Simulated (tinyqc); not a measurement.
Strain-driven crossing of the Gamma and L valleys in a germanium-like crystal: sweeps and comparisons. A value that a table varies takes the place of the one given here.

Biaxial loads: e0 is the in-plane strain e_par and the normal is free. (001): e_perp = -2 (C12/C11) e_par; exx = eyy = e_par, ezz = e_perp, no shear. (111): e_perp = -(2 C11 + 4 C12 - 4 C44)/(C11 + 2 C12 + 4 C44) e_par; exx = eyy = ezz = (2 e_par + e_perp)/3 and exy = eyz = ezx = (e_perp - e_par)/3. (110): e_perp = -(C11 + 3 C12 - 2 C44)/(C11 + C12 + 2 C44) e_par; exx = eyy = (e_par + e_perp)/2, ezz = e_par, exy = (e_perp - e_par)/2, eyz = ezx = 0. Uniaxial loads: a stress along n, scaled so that n.e.n = e0, with exx = s11 sxx + s12 (syy + szz), exy = s44 sxy/2, s11 = (C11 + C12)/((C11 - C12)(C11 + 2 C12)), s12 = -C12/((C11 - C12)(C11 + 2 C12)), s44 = 1/C44.

Edges from the unstrained valence top: Gamma at Eg + ac tr(e); an L valley with unit axis u at EgL + aL tr(e) + XuL (u.e.u - tr(e)/3), u along [111], [1-1-1], [-11-1], [-1-11]; valence edges are the levels of the 6 x 6 matrix of X, Y, Z times spin with -Dso/3 + l exx + m (eyy + ezz) on the diagonal (cyclic), n exy off it, l = av + 2 b, m = av - b, n = sqrt(3) d. Spin-orbit term (Dso/3) L.sigma on X, Y, Z with (L_k)_ij = -i epsilon_kij: <X+|H|Y+> = -i Dso/3, <X+|H|Z-> = Dso/3, <Y+|H|Z-> = -i Dso/3, <Z+|H|X-> = -Dso/3, <Z+|H|Y-> = i Dso/3, <X-|H|Y-> = i Dso/3, and their conjugates; + and - are the spin along z.

Constants: kB = 8.617333262e-05 eV/K.

Values chosen for the exercise (near those of Ge, gaps at low temperature; not measured data): Eg = 0.895 eV (gap at Gamma to the s-like level); EgL = 0.749 eV (gap to L); Dso = 0.294 eV (spin-orbit splitting); ac = -8.1 eV (conduction deformation potential); av = 1.25 eV (valence hydrostatic potential); b = -2.54 eV (tetragonal shear potential); d = -5.38 eV (trigonal shear potential); aL = -1.61 eV (hydrostatic potential of the L edge, Xd + Xu/3); XuL = 15.8 eV (uniaxial potential, L); C11 = 128.3 GPa; C12 = 47.7 GPa; C44 = 66.5 GPa; load = uniaxial [110] (kind of strain); mG = 0.0407 m0 (mass at Gamma); mL = 0.578 m0 (density-of-states mass of the four L valleys together); T = 300 K (temperature); e0 = 0.0306 (size of the strain).

## Which strain makes the gap direct

For tension the difference Gamma minus lowest L is linear in e0; slope per 1 % and the e0 at which it vanishes (a dash: no crossing below 15 %), with the gap there.

Results:

| load | slope (meV per 1 %) | crossing e0 (%) | gap at the crossing (eV) |
|---|---|---|---|
| biaxial (001) | -81.5 | 1.79 | 0.574 |
| biaxial (110) | -24.5 | 5.97 | -0.406 |
| biaxial (111) | 38.6 | - | - |
| uniaxial [100] | -29.7 | 4.91 | 0.526 |
| uniaxial [111] | -4.0 | - | - |
| uniaxial [110] | 14.5 | - | - |

The smallest strain is needed for biaxial (001) (1.79 %), then uniaxial [100] (4.91 %). No crossing below 15 % is found for biaxial (111), uniaxial [111] and uniaxial [110]: shear splits the L valleys and pulls the lowest down nearly as fast as, or faster than, Gamma. Loads without off-diagonal strain, (001) and [100], gain (ac - aL) tr(e) = -65 meV per 1 % of volume. Crossings beyond about 3 % are sensitive to second-order terms, left out here. For uniaxial [111] the slope is a near cancellation, so terms beyond this linear model decide. A gap at or below zero marks a crossing beyond the range of this linear model.

## Sweep of a uniaxial [110] strain

The valence splitting is the distance of the top two edges. Share in Gamma = mG^(3/2)/(mG^(3/2) + (mL^(3/2)/4) sum_i exp(-(E_Li - E_Gamma)/kT)).

Results:

| e0 (%) | direct gap (eV) | indirect gap (eV) | Gamma - L (meV) | valence splitting (meV) | share in Gamma (%) |
|---|---|---|---|---|---|
| 0.00 | 0.895 | 0.749 | 146 | 0 | 0.00659 |
| 0.80 | 0.821 | 0.663 | 158 | 51 | 0.00814 |
| 1.60 | 0.747 | 0.578 | 169 | 90 | 0.00538 |
| 2.40 | 0.672 | 0.491 | 181 | 119 | 0.00344 |
| 3.20 | 0.597 | 0.404 | 192 | 141 | 0.00220 |
| 4.00 | 0.521 | 0.317 | 204 | 157 | 0.00140 |
| 4.80 | 0.445 | 0.230 | 215 | 171 | 0.000898 |
| 5.60 | 0.369 | 0.142 | 227 | 183 | 0.000574 |

The gap stays indirect over the sweep. The direct gap goes from 0.895 to 0.369 eV; of that change -0.206 eV comes from the rise of the valence top through the shear terms and the rest from the volume. The share in Gamma goes from 0.00659 to 0.000574 %, with a peak of 0.00814 % at e0 = 0.80 % among these rows. Beyond about 3 % terms of second order in the strain, left out here, matter.

## What each parameter does

Direct gap, Gamma minus the lowest L edge and the valence splitting. Each row changes one parameter from the base and keeps the others.

Results:

| case | direct gap (eV) | Gamma - L (meV) | valence splitting (meV) |
|---|---|---|---|
| base | 0.6098 | 190.3 | 137.4 |
| ac = -6.885 eV | 0.6325 | 213.0 | 137.4 |
| b = -2.921 eV | 0.5990 | 190.3 | 151.4 |
| C44 = 76.475 GPa | 0.5951 | 170.3 | 144.9 |
| av = 1.4375 eV | 0.6063 | 190.3 | 137.4 |
| aL = -1.3685 eV | 0.6098 | 185.8 | 137.4 |
| C12 = 40.545 GPa | 0.6000 | 182.3 | 132.2 |
| XuL = 18.17 eV | 0.6098 | 215.1 | 137.4 |

The largest shifts from the base row, up to three for each result and ties (the steps differ in size, so this ranks the rows, not the parameters). direct gap (eV): ac +0.0227, C44 -0.0146, b -0.0108; unchanged at the printed digits by aL and XuL. Gamma - L (meV): XuL +24.8, ac +22.7, C44 -20.0; unchanged at the printed digits by b and av. valence splitting (meV): b +14.0, C44 +7.5, C12 -5.2; unchanged at the printed digits by ac, av, aL and XuL.

Computed by tinyqc, a small Python program: `OMP_NUM_THREADS=1 python tinyqc.py 1051456 1051457 out.jsonl` (the numbers bound the seed that draws the inputs); one thread of a shared host (Intel(R) Xeon(R) Processor @ 2.30GHz), about 0.01 s for the whole set of steps.
